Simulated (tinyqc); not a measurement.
Worked calculation: polytypes and stacking faults of a tetrahedral semiconductor in an axial Ising model with couplings up to third neighbours. Computed by tinyqc, a small Python program that keeps every step. Command: `OMP_NUM_THREADS=1 python tinyqc.py 3006731 3006732 out.jsonl polytype walk`. One thread of a shared host (Intel(R) Xeon(R) Processor @ 2.30GHz), about 0.01 s of CPU time with the checks. Intermediate numbers are printed to about 6 digits and carried at full precision; extremes and crossings named in words are read from the listed rows.

Each double layer has s = +1 or -1 for the sense of its stacking step; E per pair of atoms = E0 - sum_n J_n <s_i s_(i+n)>, n = 1, 2, 3. Hexagonality h = (1 - <s_i s_(i+1)>)/2.

Inputs (values chosen for the exercise, for a model crystal):

| quantity | value | unit |
|---|---|---|
| J1 | 0.94 | meV/pair |
| J2 | -1.97 | meV/pair |
| J3 | -0.15 | meV/pair |
| basal lattice constant a | 3.08 | angstrom |
| shear modulus G | 198 | GPa |
| Poisson ratio nu | 0.27 | - |
| gap of 3C | 2.39 | eV |
| gap of 4H | 3.26 | eV |
| binding energy of the fault level E_b | 0.18 | eV |
| in-plane mass m | 0.31 | m0 |
| effective density of states N_c at 300 K | 3.9e+19 | 1/cm^3 |
| electron density n | 3e+16 | 1/cm^3 |
| temperature T | 900 | K |

Host polytype: 4H.

Constants: 1 eV/angstrom^2 = 16.02176634 J/m^2; m_0 = 9.1093837015e-31 kg; hbar = 1.054571817e-34 J s; k_B = 1.380649e-23 J/K; k_B = 8.617333262e-05 eV/K.

## Energies of the polytypes

correlations of the repeat units 3C (+), 2H (+-), 4H (++--), 6H (+++---), 15R (+++--), 8H (++++----), 21R (++++---), 9R (++-):
```
        n = 1     n = 2     n = 3
3C    1.00000   1.00000   1.00000
2H   -1.00000   1.00000  -1.00000
4H    0.00000  -1.00000   0.00000
6H    0.33333  -0.33333  -1.00000
15R   0.20000  -0.60000  -0.60000
8H    0.50000   0.00000  -0.50000
21R   0.42857  -0.14286  -0.71429
9R   -0.33333  -0.33333   1.00000
```

E - E(3C) = sum_n J_n (1 - C_n), C_n = <s_i s_(i+n)>. The gap is taken linear in h between 3C (h = 0) and 4H (h = 1/2), a rough rule, with a dash beyond.

Polytypes:

| polytype | h | E - E(3C) (meV/pair) | gap by the linear rule (eV) |
|---|---|---|---|
| 3C | 0.00000 | 0.00000 | 2.39000 |
| 2H | 1.00000 | 1.58000 | - |
| 4H | 0.50000 | -3.15000 | 3.26000 |
| 6H | 0.33333 | -2.30000 | 2.97000 |
| 15R | 0.40000 | -2.64000 | 3.08600 |
| 8H | 0.25000 | -1.72500 | 2.82500 |
| 21R | 0.28571 | -1.97143 | 2.88714 |
| 9R | 0.66667 | -1.37333 | - |

E(2H) - E(3C) = 1.58 meV/pair

E(4H) - E(3C) = -3.15 meV/pair

E(6H) - E(3C) = -2.3 meV/pair

The lowest is 4H, 0.510 meV/pair below 15R. J1/|J2| = 0.48: for J3 = 0 and J2 < 0 the ground state is 2H below -2, 4H between -2 and 2, and 3C above 2; at 2 itself all periods with bands of two or more layers are degenerate. Four or more polytypes lie within 1.5 meV/pair, so small a spread that growth kinetics and seeds can decide.

## Back from three energies to J1, J2, J3

With d2, d4, d6 the energies of 2H, 4H, 6H over 3C: d2 = 2 J1 + 2 J3, d4 = J1 + 2 J2 + J3, d6 = (2/3) J1 + (4/3) J2 + 2 J3, so J2 = (d4 - d2/2)/2, J3 = (3/4)(d6 - (2/3) d4), J1 = d2/2 - J3.

J1 recovered = 0.94 meV/pair

J2 recovered = -1.97 meV/pair

J3 recovered = -0.15 meV/pair

## Stacking-fault energies

fault coefficients k_n:
```
                      J1  J2  J3
single Shockley (31)   0  -4   0
double Shockley (62)  -4  -8   0
Frank-type (32)       -1  -2   3
```

Faults in 4H: the sequences single Shockley (31) (+++-), double Shockley (62) (++++++--), Frank-type (32) (+++--) are put between perfect repeats; k_n = (layers x C_n of the host) - sum_i s_i s_(i+n). gamma = sum k_n J_n/A, A = (sqrt 3/2) a^2; 1 meV/angstrom^2 = 16.02177 mJ/m^2.

gamma (mJ/m^2): single Shockley (31) 15.3675, double Shockley (62) 23.4024, Frank-type (32) 4.9730

energy of the glide fault, single Shockley (31) = 15.3675 mJ/m^2

The cheapest is the Frank-type (32) fault.

## Splitting of a basal screw dislocation

Screw line, bounded by the single Shockley (31) fault of energy gamma: b = a, partials b_p = a/sqrt 3; d = G b_p^2 (2 - 3 nu)/(8 pi gamma (1 - nu)). One partial is driven off by the shear stress gamma/b_p along its Burgers vector.

splitting width d = 26.4256 nm

stress to open the fault = 86.4200 MPa

## Electronic energy gained by the fault

The fault binds electrons in a two-dimensional band E_b below the conduction edge, g2 = m m0/(pi hbar^2) for one valley. With the Fermi level held by the bulk, eta = ln[n/N_c(T)], N_c(T) = N_c (T/300)^1.5, the grand potential falls by g2 (k_B T)^2 F1(x), x = eta + E_b/(k_B T), F1(x) = integral from 0 to infinity of ln(1 + exp(x - t)) dt; sheet density g2 k_B T ln(1 + e^x). Band bending by the trapped charge is left out, so the gain is an upper bound. Net fault energy = gamma of the single Shockley (31) fault less the electronic gain.

x = -6.49713

sheet density = 1.51313e+10 1/cm^2

electronic gain = 0.00188090 mJ/m^2

net fault energy = 15.3657 mJ/m^2

The gain offsets 0.012 % of the fault energy.

## Gain against electron density

The formulas are those given above.

At T:

| n (1/cm^3) | x | sheet density (1/cm^2) | gain (mJ/m^2) | gain/gamma | gain/gamma at T + 200 K |
|---|---|---|---|---|---|
| 1.00e+14 | -1.22009e+01 | 5.04757e+07 | 6.27204e-06 | 4.08135e-07 | 2.95879e-07 |
| 1.00e+15 | -9.89833e+00 | 5.04746e+08 | 6.27197e-05 | 4.08131e-06 | 2.95878e-06 |
| 1.00e+16 | -7.59575e+00 | 5.04631e+09 | 6.27126e-04 | 4.08085e-05 | 2.95862e-05 |
| 1.00e+17 | -5.29316e+00 | 5.03494e+10 | 6.26418e-03 | 4.07624e-04 | 2.95699e-04 |
| 1.00e+18 | -2.99058e+00 | 4.92484e+11 | 6.19495e-02 | 4.03119e-03 | 2.94095e-03 |
| 5.00e+18 | -1.38114e+00 | 2.25146e+12 | 2.95833e-01 | 1.92505e-02 | 1.43658e-02 |
| 2.00e+19 | 5.15582e-03 | 6.98737e+12 | 1.03087e+00 | 6.70812e-02 | 5.31951e-02 |

For x well below 0 the gain is k_B T times the sheet density and linear in n; for x well above 0 the well fills and the gain grows only about as x^2. It stays below the fault energy in all rows; 200 K more changes it by a factor 0.73 at 1e16.

Checks made by the program: the recovered constants (relative difference below 1e-10).
